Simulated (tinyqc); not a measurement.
Inside a calculation. Model: interface traps from C-V curves, high-low and Terman methods.

Computed by the program tinyqc: `OMP_NUM_THREADS=1 python tinyqc.py 2030163 2030164 out.jsonl`, one thread of a shared Intel Xeon 2.30GHz, about 0.01 s for the whole run. Printed values are rounded.

MOS capacitor on an n-type substrate; psi is the band bending, negative in depletion; only majority carriers are counted. At the bending psi the Fermi level lies y = xi - psi below the conduction edge at the surface, xi = Vt ln(Nc/Nd). Dit(y) = D0 + D1 exp(-y/E1); traps fill up to the Fermi level, follow the bias and a slow signal, and do not follow a fast one. V is the gate voltage from flat band.

Parameters, values chosen for the exercise; band and dielectric values close to those of gallium nitride:
```
symbol,value,unit,meaning
T,200,K,temperature
eps_r,9.39,,relative permittivity
Nc,1.26e18,cm^-3,conduction-band density of states at T
Nd,1.1e16,cm^-3,donor density
EOT,2.1,nm,equivalent oxide thickness
D0,1.9e12,cm^-2 eV^-1,trap density far from the band edge
D1,1.2e13,cm^-2 eV^-1,band-tail density at the conduction edge
E1,0.08,eV,decay energy of the tail
n,10,,points
pa,-0.9,V,deepest band bending
pb,-0.026,V,shallowest band bending
```

Constants: q = 1.602176634e-19 C, kB = 1.380649e-23 J/K, Vt = kB T/q, eps0 = 8.8541878128e-14 F/cm where lengths are in cm. Results are converted to the units shown.

Range of the model: Traps more than about 25 kB T below the conduction edge emit electrons too slowly to follow an ordinary sweep, so the deepest points are idealised.

## The curves

Cox = 3.9 eps0/EOT, LD = sqrt(eps0 eps_r Vt/(q Nd)), u = psi/Vt, Cd = (eps0 eps_r/(sqrt(2) LD)) |exp(u) - 1|/sqrt(exp(u) - u - 1). Ideal V0 = psi - sqrt(2) (eps0 eps_r Vt/LD) sqrt(exp(u) - u - 1)/Cox for psi < 0; the traps add dV = (q/Cox) times the integral of Dit from 0 to psi = (q/Cox) [D0 psi + D1 E1 exp(-xi/E1) (exp(psi/E1) - 1)]. 1/C_HF = 1/Cox + 1/Cd, 1/C_LF = 1/Cox + 1/(Cd + q Dit). Take n equally spaced psi from pa to pb.

| point | psi (V) | y (eV) | Dit (cm^-2 eV^-1) | V0 (V) | V (V) | C_HF (nF/cm^2) | C_LF (nF/cm^2) |
|---|---|---|---|---|---|---|---|
| 0 | -0.900000 | 0.981709 | 1.90006e12 | -0.930932 | -1.13123 | 28.3125 | 277.080 |
| 1 | -0.802889 | 0.884598 | 1.90019e12 | -0.832070 | -1.01439 | 29.9803 | 278.289 |
| 2 | -0.705778 | 0.787487 | 1.90064e12 | -0.733096 | -0.89743 | 31.9851 | 279.774 |
| 3 | -0.608667 | 0.690376 | 1.90214e12 | -0.633985 | -0.78033 | 34.4583 | 281.712 |
| 4 | -0.511556 | 0.593265 | 1.90722e12 | -0.534702 | -0.66303 | 37.6174 | 284.532 |
| 5 | -0.414444 | 0.496154 | 1.92431e12 | -0.435193 | -0.54541 | 41.8539 | 289.429 |
| 6 | -0.317333 | 0.399042 | 1.98183e12 | -0.335368 | -0.42716 | 47.9683 | 299.991 |
| 7 | -0.220222 | 0.301931 | 2.17548e12 | -0.235055 | -0.30736 | 57.9594 | 327.294 |
| 8 | -0.123111 | 0.204820 | 2.82742e12 | -0.133824 | -0.18307 | 79.1149 | 404.300 |
| 9 | -0.026000 | 0.107709 | 5.02222e12 | -0.029692 | -0.04385 | 168.674 | 618.966 |

Cox = 1644.35 nF/cm^2

At the deepest bending the traps stretch the gate voltage from -0.931 to -1.13 V.

## High-low extraction

q Dit = (1/C_LF - 1/Cox)^(-1) - (1/C_HF - 1/Cox)^(-1) at each point.

| point | Dit by high-low (cm^-2 eV^-1) |
|---|---|
| 0 | 1.90006e12 |
| 1 | 1.90019e12 |
| 2 | 1.90064e12 |
| 3 | 1.90214e12 |
| 4 | 1.90722e12 |
| 5 | 1.92431e12 |
| 6 | 1.98183e12 |
| 7 | 2.17548e12 |
| 8 | 2.82742e12 |
| 9 | 5.02222e12 |

With a true high-frequency curve this returns Dit exactly.

## Terman extraction

psi at each point follows from C_HF and the ideal curve. Dit = (Cox/q) d(V - V0)/dpsi by central differences over the two neighbours.

| point | Dit by Terman (cm^-2 eV^-1) |
|---|---|
| 1 | 1.90024e12 |
| 2 | 1.90081e12 |
| 3 | 1.90271e12 |
| 4 | 1.90913e12 |
| 5 | 1.93073e12 |
| 6 | 2.00346e12 |
| 7 | 2.24830e12 |
| 8 | 3.07257e12 |

The differences overstate the curved tail; the largest error is 8.7 %, at point 8.
